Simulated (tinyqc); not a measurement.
WKB tunnelling through a gate dielectric with a two-band (Franz) dispersion: one step. The integrals by Simpson's rule. Three cases, with inputs chosen for the exercise.

Question. Weights 1, 4, 2, 4, 2, 4, 2, 4, 1 times a third of the spacing.

Case 1.

kappa (1/angstrom):
```
x (angstrom)    u (eV)  parabolic     Franz
0.00000       1.930000   0.466715  0.367515
5.25000       1.830000   0.454463  0.363503
10.50000      1.730000   0.441871  0.358828
15.75000      1.630000   0.428910  0.353463
21.00000      1.530000   0.415545  0.347377
26.25000      1.430000   0.401736  0.340530
31.50000      1.330000   0.387435  0.332876
36.75000      1.230000   0.372585  0.324357
42.00000      1.130000   0.357118  0.314904
```

Case 2.

kappa (1/angstrom):
```
x (angstrom)    u (eV)  parabolic     Franz
0.00000       3.060000   0.614396  0.500269
2.37500       2.860000   0.593978  0.491612
4.75000       2.660000   0.572833  0.481674
7.12500       2.460000   0.550877  0.470372
9.50000       2.260000   0.528009  0.457605
11.87500      2.060000   0.504105  0.443248
14.25000      1.860000   0.479009  0.427139
16.62500      1.660000   0.452524  0.409073
19.00000      1.460000   0.424389  0.388775
```

Case 3.

kappa (1/angstrom):
```
x (angstrom)    u (eV)  parabolic     Franz
0.00000       1.890000   0.507892  0.416132
1.68750       1.653750   0.475089  0.400991
3.37500       1.417500   0.439847  0.381801
5.06250       1.181250   0.401524  0.357912
6.75000       0.945000   0.359134  0.328298
8.43750       0.708750   0.311019  0.291220
10.12500      0.472500   0.253946  0.243288
11.81250      0.236250   0.179567  0.175839
13.50000      0.000000   0.000000  0.000000
```

Give: integral of kappa dx.

Answer.

Case 1.

integral of kappa dx: parabolic 17.403, Franz 14.504

Case 2.

integral of kappa dx: parabolic 9.979, Franz 8.613

Case 3.

integral of kappa dx: parabolic 4.546, Franz 4.065

Computed by tinyqc, one run a case: `OMP_NUM_THREADS=1 python tinyqc.py N N+1 out.jsonl` with N = 1451075, 1451280, 1451569; one thread of a shared Intel(R) Xeon(R) Processor @ 2.30GHz, about 0.01 s a run at most.
